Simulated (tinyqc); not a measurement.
Plane-wave Kohn-Sham cycle with exchange-only LDA in a layered model solid, step by step. One step of it, computed by the program tinyqc.

Task: Iteration 2: potential. V_H(G) = 4 pi rho(G)/G^2 for G != 0 (uniform background); v_x = -(3 rho/pi)^(1/3); V = V_ext + V_H + v_x; Fourier components f(G_m) = (1/N) sum_j f(x_j) exp(-i G_m x_j).

A solid whose potential varies along x alone (atomic units):

| parameter | value |
|---|---|
| period a | 4.900000 |
| cross-section of the cell | 20.000000 |
| electrons per cell | 2 |
| grid points | 16 |
| plane waves -n..n, n | 2 |
| k points | 1 |
| V1 in V1 cos(2 pi x/a) | -0.640000 |

density after iteration 1 (e/bohr^3): 0.02894108  0.02782495  0.02499829  0.02163518  0.01877854  0.01686413  0.01580054  0.01530839  0.01516949  0.01530839  0.01580054  0.01686413  0.01877854  0.02163518  0.02499829  0.02782495

Give: Potentials on the grid; V(G_m), m = 0, 1, 2, ....

Result:

Potentials on the grid (hartree):

| x | V_ext | V_H | v_x | V |
|---|---|---|---|---|
| 0.000 | -0.640 | 0.054 | -0.302 | -0.888 |
| 0.306 | -0.591 | 0.050 | -0.298 | -0.840 |
| 0.613 | -0.453 | 0.036 | -0.288 | -0.704 |
| 0.919 | -0.245 | 0.017 | -0.274 | -0.502 |
| 1.225 | 0 | -3.13e-03 | -0.262 | -0.265 |
| 1.531 | 0.245 | -0.022 | -0.253 | -0.029 |
| 1.837 | 0.453 | -0.036 | -0.247 | 0.169 |
| 2.144 | 0.591 | -0.045 | -0.245 | 0.302 |
| 2.450 | 0.640 | -0.048 | -0.244 | 0.348 |
| 2.756 | 0.591 | -0.045 | -0.245 | 0.302 |
| 3.062 | 0.453 | -0.036 | -0.247 | 0.169 |
| 3.369 | 0.245 | -0.022 | -0.253 | -0.029 |
| 3.675 | 0 | -3.13e-03 | -0.262 | -0.265 |
| 3.981 | -0.245 | 0.017 | -0.274 | -0.502 |
| 4.287 | -0.453 | 0.036 | -0.288 | -0.704 |
| 4.594 | -0.591 | 0.050 | -0.298 | -0.840 |

V(G_m), m = 0, 1, 2, ... (hartree): -0.267  -0.309  -0.001  0.000  0.000
